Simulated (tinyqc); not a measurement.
## Single-electron transistor, orthodox theory and master equation: current against bias

A metal island with n extra electrons joins the left lead (voltage V) and the right lead (0 V) by tunnel junctions and couples to a gate. Cs = CL + CR + Cg. Adding electron n + 1 costs mu(n) = [q (n + 1/2) - CL V - Cg Vg]/Cs (in volts); the Fermi levels are -V (left) and 0 (right). A jump that gains the energy W has the rate G(W) = (W/q)/(R [1 - exp(-W/Vt)]), W in volts, Vt = kB T/q. Sequential tunnelling only; I > 0 flows from left to right.

Onto the island: from the left W = -V - mu(n), from the right W = -mu(n); off the island (n + 1 to n): to the left W = mu(n) + V, to the right W = mu(n). Steady state: p(n + 1)/p(n) = (sum of on rates)/(sum of off rates), normalised. I = q sum_n [p(n + 1) (off to left) - p(n) (on from left)]. Enough charge states are kept that the digits shown do not change.

Inputs (values chosen for the exercise):
```
symbol  value  unit                            meaning
CL        2.2    aF   capacitance of the left junction
CR        2.3    aF  capacitance of the right junction
Cg       0.96    aF                   gate capacitance
RL        240  kohm    resistance of the left junction
RR       4800  kohm   resistance of the right junction
T          16     K                        temperature
Vg        140    mV                       gate voltage
```

Constants: q = 1.602176634e-19 C, kB = 1.380649e-23 J/K, Vt = kB T/q. Results are converted to the units shown.

Current against bias:
```
V (mV)     I (nA)    mean n  states above 1 %  I (RL + RR)/V
2.93    0.0050106   0.99753                 1      0.0086190
8.8      0.079817   0.97156                 2       0.045713
14.7      0.78059   0.76389                 2        0.26763
20.5       2.5110   0.33796                 2        0.61733
26.4       3.6068   0.15891                 2        0.68857
32.3       4.2571   0.11024                 2        0.66427
38.1       4.7999   0.09000                 2        0.63494
44         5.3262   0.07818                 2        0.61010
49.9       5.8496   0.06983                 2        0.59082
55.8       6.4152   0.05667                 2        0.57944
61.6       7.3142  -0.01130                 3        0.59844
67.5       9.3311  -0.26040                 3        0.69672
73.4       11.453  -0.52650                 3        0.78639
```

What does the comparison show?

At zero temperature the blockade would end at V = 16.7 mV. The ratio I (RL + RR)/V moves up and down between 0.00862 and 0.786. Over the second half of the table the slope between rows varies from 0.447 to 1.81 times 1/(RL + RR): a Coulomb staircase, which a rerun with equal junctions shows much less.

Range of the model: Cotunnelling, which dominates deep in the blockade, is left out.

Program tinyqc, `OMP_NUM_THREADS=1 python tinyqc.py 2780013 2780014 out.jsonl`; Intel Xeon 2.30GHz, shared host, one thread, about 0.01 s.
